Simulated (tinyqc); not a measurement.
Thin-film optics by transfer matrices, step by step. Values are carried at full precision from step to step, so a last printed digit may differ when a step is redone from the rounded ones.

Indices N = n + i k. Snell: N0 sin(theta) = N_j sin(theta_j), with Im(N_j cos theta_j) >= 0. Admittance y_j = N_j cos theta_j for s and N_j/cos theta_j for p. Phase delta_j = 2 pi N_j cos theta_j d_j/lambda. Layer matrix [[cos delta, -i sin delta/y], [-i y sin delta, cos delta]], multiplied from the top down to M. (B, C) = M (1, y_sub); r = (y0 B - C)/(y0 B + C), R = |r|^2, T = 4 Re y0 Re y_sub/|y0 B + C|^2, absorbed in the films 1 - R - T.

Inputs chosen for the exercise (indices near those of polySi, SiO2 on Si; the results hold for these values, not for the real material): lam = 248 nm (vacuum wavelength); n0 = 1 (ambient index); n = (1.678, 1.506, 1.574) (n of polySi, SiO2, substrate); k = (2.639, 0, 3.602) (k in the same order); d = (97.5, 144) nm (thicknesses, top first); theta = 0 degrees (angle of incidence); pol = s (polarisation).

## Angles, admittances and phases

Form cos theta_j, y_j and delta_j.

cos theta_j: ambient 1.0000, film 1 1.0000, film 2 1.0000, substrate 1.0000

y_j: ambient 1.000000, film 1 1.678000+2.639000i, film 2 1.506000, substrate 1.574000+3.602000i

delta_j (rad): film 1 4.145002+6.518868i, film 2 5.494342

## Layer matrices and their product

Form each matrix and multiply from the top down.

matrix of film 1:
```
                     1                    2
1  -182.1384+285.8011i     45.8697+98.1837i
2   -1059.8592-1.0848i  -182.1384+285.8011i
```

matrix of film 2:
```
         1        2
1   0.7047  0.4711i
2  1.0686i   0.7047
```

M:
```
                      1                    2
1   -233.2625+250.4091i   -102.3299-16.6262i
2  -1052.2441-195.3912i  -127.8357-297.9492i
```

Each matrix has determinant 1, and so has M.

## Reflection and transmission

Close the stack on the substrate.

B, C: -334.4423-144.3529i  -180.2444-1124.8273i

r = -0.6211-0.3734i
R = 0.5252
T into the substrate = 0.0000
absorbed in the films = 0.4748

The bare substrate would reflect 0.6788.

## Checks

- R against the recursion of Airy sums from the substrate up: both 0.52519.

(tinyqc, `OMP_NUM_THREADS=1 python tinyqc.py 1650164 1650165 out.jsonl`, Intel(R) Xeon(R) Processor @ 2.30GHz, 1 thread, shared host, about 0.01 s.)
